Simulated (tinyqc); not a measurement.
Worked calculation: extended Hueckel theory, for H6. Computed by tinyqc, a small Python program that keeps every step (integrals from PySCF). Settings: charge = 0, K = 1.75, weighted = 1, multiplicity = 1. Command: `OMP_NUM_THREADS=1 python tinyqc.py 27102 27103 out.jsonl` (the two numbers bound the seeds that draw the settings). One thread of a shared host (Intel(R) Xeon(R) Processor @ 2.60GHz), about 0.01 s of CPU time with the checks.

## Overlaps

Geometry (angstrom):
```
atom        x        y        z
H     0.00000  0.00000  0.00000
H     0.00000  0.00000  0.71700
H     0.00000  0.00000  1.78300
H     0.00000  0.00000  2.49900
H     0.00000  0.00000  3.56600
H     0.00000  0.00000  4.28200
```

Parameters chosen for this run:
```
element  shell  Slater exponent  H_ii (eV)
H           1s          1.30000  -13.60000
```

Slater orbitals, each expanded in six Gaussians scaled to its exponent.

overlap S, lower triangle:
```
         1H 1s    2H 1s    3H 1s    4H 1s    5H 1s    6H 1s
1H 1s  1.00000
2H 1s  0.65209  1.00000
3H 1s  0.14746  0.43041  1.00000
4H 1s  0.04250  0.14770  0.65278  1.00000
5H 1s  0.00545  0.02221  0.14746  0.42984  1.00000
6H 1s  0.00119  0.00546  0.04250  0.14746  0.65278  1.00000
```

## Wolfsberg-Helmholz matrix

diagonal H_ii (eV): 1H 1s -13.60000, 2H 1s -13.60000, 3H 1s -13.60000, 4H 1s -13.60000, 5H 1s -13.60000, 6H 1s -13.60000

K = 1.75000

H_ij = K' S_ij (H_ii + H_jj)/2 for i != j (the diagonal keeps H_ii), with K' = K + D^2 + D^4 (1 - K), D = (H_ii - H_jj)/(H_ii + H_jj), K = 1.75.

H (eV), lower triangle:
```
           1H 1s      2H 1s      3H 1s      4H 1s      5H 1s      6H 1s
1H 1s  -13.60000
2H 1s  -15.51978  -13.60000
3H 1s   -3.50956  -10.24369  -13.60000
4H 1s   -1.01150   -3.51532  -15.53606  -13.60000
5H 1s   -0.12962   -0.52863   -3.50956  -10.23023  -13.60000
6H 1s   -0.02832   -0.12988   -1.01150   -3.50956  -15.53606  -13.60000
```

## Orbitals

valence electrons = 6

Solve H C = S C e through S^(-1/2); fill by pairs from the bottom, a degenerate level sharing its electrons equally; each orbital has its largest coefficient positive (the first on a tie).

orbital energies (eV): -19.21733  -17.76917  -15.00794  -0.81877  11.34055  30.26196

occupations: 2.00000  2.00000  2.00000  0.00000  0.00000  0.00000

coefficients:
```
           MO1       MO2       MO3       MO4       MO5       MO6
1H 1s  0.19682  -0.37211  -0.43264   0.68321  -0.82256   0.55855
2H 1s  0.26928  -0.38070  -0.23083  -0.47976   0.97615  -0.90028
3H 1s  0.33675  -0.10944   0.43690  -0.65711  -0.30146   1.23521
4H 1s  0.33670   0.10884   0.43726   0.65846  -0.29711  -1.23497
5H 1s  0.26921   0.38102  -0.23040   0.47679   0.97742   0.90155
6H 1s  0.19694   0.37263  -0.43168  -0.68074  -0.82532  -0.56038
```

sum of one-electron energies = -103.98889 eV

## Mulliken analysis

P = C n C^T; charge = valence electrons (H 1) minus the sum of (P S)_ii on the atom; overlap population = 2 sum P_ij S_ij between two atoms.

charges: 1H -0.07514, 2H 0.06333, 3H 0.01178, 4H 0.01163, 5H 0.06311, 6H -0.07472

Overlap populations:
```
pair      value
2-1    0.768242
3-1   -0.048375
3-2    0.054223
4-1   -0.027779
4-2   -0.030546
4-3    0.763778
5-1    0.000237
5-2   -0.001722
5-3   -0.030497
5-4    0.053937
6-1    0.000413
6-2    0.000236
6-3   -0.027720
6-4   -0.048302
6-5    0.768864
```
